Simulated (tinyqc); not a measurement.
Short-channel transistor, virtual-source model with series resistance: one step of the calculation.

The current per gate width is the charge at the top of the source barrier (the virtual source) times its velocity times a saturation function; al and be are fitting constants of the model. Units: I in uA/um, Rs in ohm um, so I Rs = 1e-6 I Rs in volts; Q in uC/cm^2, so I = 1e-4 Q vx0 Fsat with vx0 in cm/s.

Question. Current through the series resistance. Intrinsic voltages Vg' = Vgs - I Rs, Vd' = Vds - 2 I Rs. n = n0 + nd Vd', VT = VT0 - dl Vd', Ff = 1/(1 + exp((Vg' - VT + al Vt/2)/(al Vt))), Q = Cinv n Vt ln(1 + exp((Vg' - VT + al Vt Ff)/(n Vt))), Vdsat = (vx0 L/mu)(1 - Ff) + Vt Ff, Fsat = u/(1 + u^be)^(1/be) with u = Vd'/Vdsat, and I(out) = Q vx0 Fsat per width. (Fsat takes the sign of u.) I(new) = I + 0.5 (I(out) - I).

Values chosen for this exercise: temperature T = 273 K; inversion capacitance Cinv = 2.05 uF/cm^2; velocity at the virtual source vx0 = 8.29e6 cm/s; apparent mobility mu = 110 cm^2/(V s); channel length L = 12 nm; threshold at zero drain voltage VT0 = 0.321 V; drain-induced barrier lowering dl = 0.076 V/V; subthreshold factor n0 = 1.35; growth of n with drain voltage nd = 0 1/V; threshold shift (in units of Vt) from weak to strong inversion al = 3.5; sharpness of saturation be = 1.4; series resistance of each contact Rs = 90 ohm um; gate voltage Vgs = 0.64 V; drain voltage Vds = 0.05 V.

Constants: q = 1.602176634e-19 C, kB = 1.380649e-23 J/K, Vt = kB T/q. Results are converted to the units shown.

I after iteration 1 = 118.17529 uA/um

Wanted: Vg'; Vd'; VT; Ff; Q; Vdsat; Fsat; I(out); I after iteration 2.

Answer.

Vg' = 0.62936 V
Vd' = 0.028728 V
VT = 0.31882 V
Ff = 0.013767
Q = 0.63895 uC/cm^2
Vdsat = 0.089515 V
Fsat = 0.28113
I(out) = 148.91 uA/um
I after iteration 2 = 133.54 uA/um

Program tinyqc, `OMP_NUM_THREADS=1 python tinyqc.py 2380063 2380064 out.jsonl`; Intel Xeon 2.30GHz, shared host, one thread, about 0.01 s.
